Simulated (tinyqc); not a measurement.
From current density J back to mobility mu: current of a Schottky diode by thermionic-emission-diffusion theory, and its read-back from I-V-T and C-V data. Computed by tinyqc, a small Python program. Command: `OMP_NUM_THREADS=1 python tinyqc.py 3019397 3019398 out.jsonl schottky inv`. One thread of a shared host (Intel(R) Xeon(R) Processor @ 2.30GHz), about 0.01 s of CPU time with the checks.

Full ionisation, no tunnelling, no recombination current. V is the voltage across the junction itself, forward positive.

Inputs (values chosen for the exercise, modelled on n-type Ga2O3):
```
quantity,value,unit
Richardson constant A*,34.2,A/(cm^2 K^2)
"effective density of states at 300 K, N_c",3.6e+18,1/cm^3
permittivity eps,10.2,-
barrier without image force phi_0,1.07,eV
doping N,3.4e+15,1/cm^3
series resistance R_s,0.27,milliohm cm^2
junction voltage V,0.42,V
temperature T,250,K
```

Barrier: uniform.

Constants: k_B = 8.617333262e-05 eV/K; e = 1.602176634e-19 C; eps_0 = 8.8541878128e-12 F/m.

Method:
- N_c(T) = N_c (T/300 K)^(3/2); V_bi = phi_0 - (k_B T/e) ln(N_c(T)/N); surface field F = sqrt(2 e N (V_bi - V - k_B T/e)/(eps eps_0)); image lowering d_phi = sqrt(e F/(4 pi eps eps_0)); effective barrier phi = phi_0 - d_phi.
- Collection velocity v_R = A* T^2/(e N_c(T)); diffusion velocity v_D = mu F; J = e N_c(T) v_R/(1 + v_R/v_D) exp(-phi/k_B T) [exp(e V/k_B T) - 1].
- Terminal voltage V + J R_s.

Question. A run gave the result below. Find the mobility mu, known to lie between 50 and 130 cm^2/(V s).

current density J = 1.247247e-07 A/cm^2

Answer.

Each step takes the trial c = (a f_b - b f_a)/(f_b - f_a), f being the result less the target and a, b, c the logarithms of the listed values; c replaces end b, the old b replaces a if the sign of f changed, and otherwise f_a is halved.

Scan of the range:
```
mobility mu (cm^2/(V s)),current density J (A/cm^2)
50.0,7.89266e-08
58.6,8.94440e-08
68.8,1.01051e-07
80.6,1.13431e-07
94.5,1.26749e-07
111.0,1.41020e-07
130.0,1.55693e-07
```

False position (Illinois rule, in the logarithm of the input) inside the bracket:
```
step,end a,end b,trial,current density J (A/cm^2)
1,80.6000,94.5000,92.2425,1.24671e-07
2,94.5000,92.2425,92.2998,1.24724e-07
3,94.5000,92.2998,92.3003,1.24725e-07
4,92.2998,92.3003,92.3000,1.24725e-07
```

Current density J rises at every point of a 13-point scan of the range (every second point is shown), so one value fits; it is bracketed by 80.6 and 94.5. Answer: mobility mu = 92.30 cm^2/(V s).
